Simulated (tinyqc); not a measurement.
# From lifetime tau back to drain voltage V_D

Model: lateral field, substrate current, probability of reaching the oxide barrier and hot-carrier lifetime of a silicon transistor (pseudo-two-dimensional and lucky-electron models). Computed by tinyqc, a small Python program. Command: `OMP_NUM_THREADS=1 python tinyqc.py 3002205 3002206 out.jsonl hotcar inv`. One thread of a shared host (Intel(R) Xeon(R) Processor @ 2.30GHz), about 0.01 s of CPU time with the checks.

Local-field models: a lucky carrier gains its energy at the peak field over a path free of collisions. Voltages are magnitudes.

Inputs (values chosen for the exercise, modelled on a silicon n-channel): channel length L = 600 nm; oxide thickness t = 15 nm; junction depth x_j = 130 nm; mobility mu = 370 cm^2/(V s); saturation velocity v_s = 0.88 1e7 cm/s; threshold voltage V_T = 0.4 V; gate voltage V_G = 1.7 V; ionisation prefactor A_i = 1.9e+06 1/cm; ionisation field B_i = 1.64 MV/cm; hot-carrier mean free path lambda = 7.3 nm; oxide barrier phi_b = 3.1 eV; interface-trap threshold phi_it = 3.6 eV; lifetime constant H = 20 s microampere/micrometre.

Drain: abrupt.

Constants: eps_0 = 8.8541878128e-12 F/m.

Method:
- C_ox = 3.9 eps_0/t; F_sat = 2 v_s/mu; V_Dsat = V_ov F_sat L/(V_ov + F_sat L), V_ov = V_G - V_T; I_D/W = C_ox v_s (V_ov - V_Dsat).
- Scale length l = 0.22 t^(1/3) x_j^(1/2) (all in cm); F_m = sqrt(((V_D - V_Dsat)/l_e)^2 + F_sat^2), with l_e = l; length of the velocity-saturated region l_e ln((V_D - V_Dsat)/(l_e F_sat) + F_m/F_sat).
- Substrate current I_sub/I_D = (A_i/B_i)(V_D - V_Dsat) exp(-B_i/F_m); probability of reaching the oxide barrier exp(-phi_b/(e lambda F_m)); lifetime tau = (H/(I_D/W)) exp(phi_it/(e lambda F_m)).

Question. A run gave the result below. Find the drain voltage V_D, known to lie between 1.7 and 4.2 V.

lifetime tau = 1.403684e+07 s

Answer.

Each step takes the trial c = (a f_b - b f_a)/(f_b - f_a), f being the result less the target and a, b, c the logarithms of the listed values; c replaces end b, the old b replaces a if the sign of f changed, and otherwise f_a is halved.

Scan of the range:
```
drain voltage V_D (V)  lifetime tau (s)
1.70                        4.31334e+20
1.98                        1.03141e+16
2.30                        3.97732e+12
2.67                        1.04747e+10
3.11                        9.89888e+07
3.61                        2.84610e+06
4.20                        1.64578e+05
```

False position (Illinois rule, in the logarithm of the input) inside the bracket:
```
step    end a    end b    trial  lifetime tau (s)
1     3.11000  3.61000  3.54790       4.12486e+06
2     3.11000  3.54790  3.46056       7.15658e+06
3     3.11000  3.46056  3.37129       1.30613e+07
4     3.11000  3.37129  3.34849       1.53337e+07
5     3.37129  3.34849  3.36148       1.39894e+07
6     3.34849  3.36148  3.36102       1.40346e+07
7     3.34849  3.36102  3.36098       1.40388e+07
8     3.36102  3.36098  3.36100       1.40368e+07
9     3.36098  3.36100  3.36100       1.40368e+07
```

Lifetime tau falls at every point of a 13-point scan of the range (every second point is shown), so one value fits; it is bracketed by 3.11 and 3.61. Answer: drain voltage V_D = 3.361 V.
